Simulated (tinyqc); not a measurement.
Inside a calculation. Method: ROHF in the 6-311g basis, for H2+, spin multiplicity 2. One step of it, computed by the program tinyqc.

Problem. Orthogonalisation. S = U s U^T; canonical form X = U s^(-1/2), so that X^T S X = 1. Each column of U has its largest component positive (the first on a tie).

overlap S:
```
          1H 1s     1H 2s     1H 3s     2H 1s     2H 2s     2H 3s
1H 1s  1.000000  0.706377  0.373664  0.108480  0.290827  0.269889
1H 2s  0.706377  1.000000  0.788963  0.290827  0.571919  0.603547
1H 3s  0.373664  0.788963  1.000000  0.269889  0.603547  0.838465
2H 1s  0.108480  0.290827  0.269889  1.000000  0.706377  0.373664
2H 2s  0.290827  0.571919  0.603547  0.706377  1.000000  0.788963
2H 3s  0.269889  0.603547  0.838465  0.373664  0.788963  1.000000
```

Give: eigenvalues of S; X.

Solution.

eigenvalues of S: 0.047  0.132  0.265  0.756  1.169  3.631

X:
```
            1       2       3       4       5      6
1H 1s   0.640  -0.949  -0.700   0.624   0.548  0.155
1H 2s  -1.940   1.475   0.850   0.109   0.337  0.237
1H 3s   2.554  -0.846   0.821  -0.511   0.118  0.240
2H 1s  -0.640  -0.949   0.700   0.624  -0.548  0.155
2H 2s   1.940   1.475  -0.850   0.109  -0.337  0.237
2H 3s  -2.554  -0.846  -0.821  -0.511  -0.118  0.240
```
